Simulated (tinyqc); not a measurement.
# Current crowding under a contact, resistor ladder against the transmission-line model: what changes with what

A metal contact of length d and width W on a thin layer of the same width. The metal has no resistance, the sheet resistance under it equals Rsh, and current enters the layer at the front edge x = 0.

Parameters, values chosen for the exercise: sheet resistance of the semiconductor layer Rsh = 31 ohm/sq; specific contact resistivity rc = 3.6e-6 ohm cm^2; contact length d = 1.5 um; contact width W = 58 um.

Each table varies one quantity; the others keep the values above.

## Effect of the sheet resistance

Transfer length Lt = sqrt(rc/Rsh); front resistance Rc = (Rsh Lt/W) coth(d/Lt); end resistance Re = (Rsh Lt/W)/sinh(d/Lt).

Effect of the sheet resistance:
```
Rsh (ohm/sq),Lt (um),d/Lt,Rc W (ohm um),Re W (ohm um)
1.1,18.09,0.08292,240.5,239.7
2.8,11.34,0.1323,241.4,239.3
7.3,7.022,0.2136,243.6,238.2
19,4.353,0.3446,249.4,235.3
50,2.683,0.5590,264.5,227.9
130,1.664,0.9014,301.7,210.3
340,1.029,1.458,389.9,172.2
900,0.6325,2.372,579.2,107.2
```

What does the comparison show?

Rc W rises from 241 to 579 ohm um while Re W falls from 240 to 107 ohm um; for Rsh going to zero both tend to rc/d = 240 ohm um. A larger Rsh shortens Lt and crowds the current to the front edge.

## Effect of the contact resistivity

Same model as above.

Effect of the contact resistivity:
```
rc (ohm cm^2),Lt (um),d/Lt,Rc W (ohm um)
8.9e-8,0.5358,2.799,16.73
2.1e-7,0.8231,1.822,26.88
4.7e-7,1.231,1.218,45.49
1.1e-6,1.884,0.7963,88.22
2.5e-6,2.840,0.5282,181.9
5.7e-6,4.288,0.3498,395.4
1.3e-5,6.476,0.2316,882.1
3e-5,9.837,0.1525,2015
6.9e-5,14.92,0.1005,4615
0.00016,22.72,0.06603,1.068e4
```

Read the table: what changes, and by how much?

Rc W rises from 16.7 to 10700 ohm um, as rc^(0.55) between the first two rows (d/Lt = 2.8) and rc^(1.00) between the last two (d/Lt = 0.066); a long contact gives the power 1/2 and a short one 1.

tinyqc, about 0.01 s, one thread, Intel Xeon 2.30GHz (shared host): `OMP_NUM_THREADS=1 python tinyqc.py 2760030 2760031 out.jsonl`
